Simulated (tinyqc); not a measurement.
Inside a calculation. Method: sp3 tight binding, zinc-blende lattice. Computed by tinyqc, a small Python program that keeps every step. Command: `OMP_NUM_THREADS=1 python tinyqc.py 31782 31783 out.jsonl` (the two numbers bound the seeds that draw the settings). One thread of a shared host (Intel(R) Xeon(R) Processor @ 2.60GHz), about 0.01 s of CPU time with the checks.

## Bloch Hamiltonian at k

Parameters chosen for this model: zinc-blende lattice, anion at 0, cation at a/4 (1,1,1); V = eta hbar^2 / (m d^2), hbar^2/m = 7.619964 eV angstrom^2:
```
parameter          value      unit
a               5.650000  angstrom
d               2.446522  angstrom
Es anion      -15.890000        eV
Ep anion       -7.490000        eV
Es cation     -15.890000        eV
Ep cation      -7.490000        eV
eta ss         -1.400000
eta sp          1.840000
eta pp sigma    3.240000
eta pp pi      -0.810000
V ss           -1.782308        eV
V sp            2.342462        eV
V pp sigma      4.124770        eV
V pp pi        -1.031193        eV
```

k point k (2 pi / a): [0.590000, 0.630000, 0.020000]

Slater-Koster rules over the four bonds with direction cosines (l, m, n): ss V_ss; s-px l V_sp; px-s -l V_sp; px-px l^2 V_pps + (1 - l^2) V_ppp; px-py l m (V_pps - V_ppp); each times exp(i k.d).

H(k) at k (eV), order a s, a px, a py, a pz, c s, c px, c py, c pz:
```
[[-15.890000, 0.000000, 0.000000, 0.000000, -2.348952+0.149674i, -0.085273+2.373924i, -0.074604+2.713433i, -3.613953+0.056014i],
 [0.000000, -7.490000, 0.000000, 0.000000, 0.085273-2.373924i, 0.906024-0.057731i, -4.592605+0.071182i, -0.094806+3.448226i],
 [0.000000, 0.000000, -7.490000, 0.000000, 0.074604-2.713433i, -4.592605+0.071182i, 0.906024-0.057731i, -0.108365+3.016778i],
 [0.000000, 0.000000, 0.000000, -7.490000, 3.613953-0.056014i, -0.094806+3.448226i, -0.108365+3.016778i, 0.906024-0.057731i],
 [-2.348952-0.149674i, 0.085273+2.373924i, 0.074604+2.713433i, 3.613953+0.056014i, -15.890000, 0.000000, 0.000000, 0.000000],
 [-0.085273-2.373924i, 0.906024+0.057731i, -4.592605-0.071182i, -0.094806-3.448226i, 0.000000, -7.490000, 0.000000, 0.000000],
 [-0.074604-2.713433i, -4.592605-0.071182i, 0.906024+0.057731i, -0.108365-3.016778i, 0.000000, 0.000000, -7.490000, 0.000000],
 [-3.613953-0.056014i, -0.094806-3.448226i, -0.108365-3.016778i, 0.906024+0.057731i, 0.000000, 0.000000, 0.000000, -7.490000]]
```

## Levels at k

Diagonalise the Hermitian matrix.

eigenvalues (eV): [-20.040915, -17.135788, -14.479996, -13.009808, -6.417949, -3.311881, -1.964440, -0.359222]

weights |c|^2 of the basis functions, order a s, a px, a py, a pz, c s, c px, c py, c pz:
```
[[0.442113, 0.332922, 0.006849, 0.000152, 0.163975, 0.051323, 0.000192, 0.002474],
 [0.018718, 0.032272, 0.151072, 0.258473, 0.035621, 0.054097, 0.275566, 0.174182],
 [0.023202, 0.037762, 0.137705, 0.240089, 0.058532, 0.119225, 0.219401, 0.164084],
 [0.015968, 0.097045, 0.204374, 0.001287, 0.241873, 0.275354, 0.004841, 0.159260],
 [0.442113, 0.332922, 0.006849, 0.000152, 0.163975, 0.051323, 0.000192, 0.002474],
 [0.018718, 0.032272, 0.151072, 0.258473, 0.035621, 0.054097, 0.275566, 0.174182],
 [0.023202, 0.037762, 0.137705, 0.240089, 0.058532, 0.119225, 0.219401, 0.164084],
 [0.015968, 0.097045, 0.204374, 0.001287, 0.241873, 0.275354, 0.004841, 0.159260]]
```

## Bloch Hamiltonian at G

k point G (2 pi / a): [0, 0, 0]

As before.

H(k) at G (eV), order a s, a px, a py, a pz, c s, c px, c py, c pz:
```
[[-15.890000, 0.000000, 0.000000, 0.000000, -7.129233, 0.000000, 0.000000, 0.000000],
 [0.000000, -7.490000, 0.000000, 0.000000, 0.000000, 2.749847, 0.000000, 0.000000],
 [0.000000, 0.000000, -7.490000, 0.000000, 0.000000, 0.000000, 2.749847, 0.000000],
 [0.000000, 0.000000, 0.000000, -7.490000, 0.000000, 0.000000, 0.000000, 2.749847],
 [-7.129233, 0.000000, 0.000000, 0.000000, -15.890000, 0.000000, 0.000000, 0.000000],
 [0.000000, 2.749847, 0.000000, 0.000000, 0.000000, -7.490000, 0.000000, 0.000000],
 [0.000000, 0.000000, 2.749847, 0.000000, 0.000000, 0.000000, -7.490000, 0.000000],
 [0.000000, 0.000000, 0.000000, 2.749847, 0.000000, 0.000000, 0.000000, -7.490000]]
```

## Levels at G

As before.

eigenvalues (eV): [-23.019233, -10.239847, -10.239847, -10.239847, -8.760767, -4.740153, -4.740153, -4.740153]

## Bands along a path

The same steps at evenly spaced points between the labelled ones.

Bands along the path (eV):
```
k             band 1      band 2      band 3      band 4     band 5     band 6     band 7     band 8
L         -20.632004  -17.354223  -12.302232  -12.302232  -7.960855  -2.677768  -2.677768  -0.812918
L-G 0.20  -21.053702  -16.676462  -12.144922  -12.144922  -7.929382  -2.835078  -2.835078  -1.100454
L-G 0.40  -21.805172  -15.171656  -11.705367  -11.705367  -7.867965  -3.274633  -3.274633  -1.915207
L-G 0.60  -22.454990  -13.329497  -11.088599  -11.088599  -7.885019  -3.891401  -3.891401  -3.090494
L-G 0.80  -22.874922  -11.437688  -10.498477  -10.498477  -8.204094  -4.481523  -4.481523  -4.243296
G         -23.019233  -10.239847  -10.239847  -10.239847  -8.760767  -4.740153  -4.740153  -4.740153
G-X 0.20  -22.825976  -11.351702  -10.859354  -10.859354  -7.863255  -4.719067  -4.120646  -4.120646
G-X 0.40  -22.252854  -13.104760  -12.102724  -12.102724  -6.732242  -4.670143  -2.877276  -2.877276
G-X 0.60  -21.320457  -14.967489  -13.281787  -13.281787  -5.838373  -4.633682  -1.698213  -1.698213
G-X 0.80  -20.064823  -16.811475  -14.083138  -14.083138  -5.215220  -4.668481  -0.896862  -0.896862
X         -18.538700  -18.538700  -14.364617  -14.364617  -4.841300  -4.841300  -0.615383  -0.615383
X-W 0.20  -18.538700  -18.538700  -14.364617  -14.364617  -4.841300  -4.841300  -0.615383  -0.615383
X-W 0.40  -18.538700  -18.538700  -14.364617  -14.364617  -4.841300  -4.841300  -0.615383  -0.615383
X-W 0.60  -18.538700  -18.538700  -14.364617  -14.364617  -4.841300  -4.841300  -0.615383  -0.615383
X-W 0.80  -18.538700  -18.538700  -14.364617  -14.364617  -4.841300  -4.841300  -0.615383  -0.615383
W         -18.538700  -18.538700  -14.364617  -14.364617  -4.841300  -4.841300  -0.615383  -0.615383
```

With 4 band(s) filled, the highest filled level on these points lies at G and the lowest empty one at G: a gap of 1.4791 eV, direct.
